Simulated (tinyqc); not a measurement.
From one set of inputs to another, one input at a time: two-dimensional dopant profile at a mask edge: lateral junction, overlap and effective channel length. Computed by tinyqc, a small Python program. Command: `OMP_NUM_THREADS=1 python tinyqc.py 3003996 3003997 out.jsonl lateral ladder`. One thread of a shared host (Intel(R) Xeon(R) Processor @ 2.30GHz), about 0.01 s of CPU time with the checks.

Ions enter for y < 0; the mask (spacer, then gate) covers y > 0. x is the depth. The surface reflects dopant during the anneal.

The inputs printed are set A. Inputs not listed in the table keep their values of set A, so the rows need not describe a real material.

Inputs (values chosen for the exercise, modelled on a source-drain extension in silicon): dose Q = 1.2e+14 1/cm^2; projected range R_p = 3.2 nm; vertical straggle = 1.4 nm; lateral straggle = 0.96 nm; anneal budget D t = 1.2e-15 cm^2; channel doping C_B = 1.3e+17 1/cm^3; gate length L_g = 40 nm; offset spacer = 1.9 nm; oxide thickness = 4.5 nm.

Constants: eps_0 = 8.8541878128e-12 F/m.

Method:
- Widths s_x^2 = (vertical straggle)^2 + 2 D t, s_y^2 = (lateral straggle)^2 + 2 D t. C(x, y) = V(x) (1/2) erfc(y/(sqrt2 s_y)), V(x) = Q/(sqrt(2 pi) s_x) [exp(-(x - R_p)^2/(2 s_x^2)) + exp(-(x + R_p)^2/(2 s_x^2))]; 1 nm = 1e-7 cm.
- The vertical junction far from the mask solves V(x) = C_B.
- The lateral junction at depth x solves C = C_B: y_j(x) = sqrt2 s_y erfc^-1(2 C_B/V(x)). Overlap under the gate = y_j(0) - spacer; metallurgical channel L_met = L_g - 2 overlap (tails from the two sides are not added).
- Abruptness at y_j(0) in nm per decade = ln(10) s_y sqrt(pi/2) exp(u^2) erfc(u), u = y_j/(sqrt2 s_y). Overlap capacitance per width = 3.9 eps_0 overlap/t_ox (zero if there is no overlap).

Each row keeps all changes above it:
```
input moved                     from       to  vertical junction x_j (nm)  metallurgical channel L_met (nm)  ratio y_j(0)/x_j
set A                              -        -                       9.065                            37.617           0.34102
gate length L_g (nm)              40       96                       9.065                            93.617           0.34102
anneal budget D t (cm^2)     1.2e-15  2.3e-13                      27.783                            57.648           0.75858
vertical straggle (nm)           1.4        4                      30.901                            58.076           0.67513
lateral straggle (nm)           0.96      4.8                      30.901                            49.188           0.81894
channel doping C_B (1/cm^3)  1.3e+17  5.9e+17                      27.323                            57.298           0.77777
projected range R_p (nm)         3.2       12                      35.974                            63.953           0.49824
offset spacer (nm)               1.9      7.9                      35.974                            75.953           0.49824
```

Which inputs carry the difference?

Vertical junction x_j goes from 9.06 to 36.0, a factor 3.97 in all. The largest single move comes from anneal budget D t (a factor 3.06), and channel doping C_B works against it (a factor 0.884). Metallurgical channel L_met goes from 37.6 to 76.0, a factor 2.02 in all. The largest single move comes from gate length L_g (a factor 2.49), and anneal budget D t works against it (a factor 0.616). Ratio y_j(0)/x_j goes from 0.341 to 0.498, a factor 1.46 in all. The largest single move comes from anneal budget D t (a factor 2.22), and projected range R_p works against it (a factor 0.641). The single moves hold for this order of the switches; the total does not depend on the order.

Caution (rows set A, gate length L_g, projected range R_p, offset spacer): the profile peaks below the surface, where the junction reaches further under the gate than y_j(0); the overlap given is the one at the surface.

Extremes, crossings and ranges named in words are read from the listed rows.
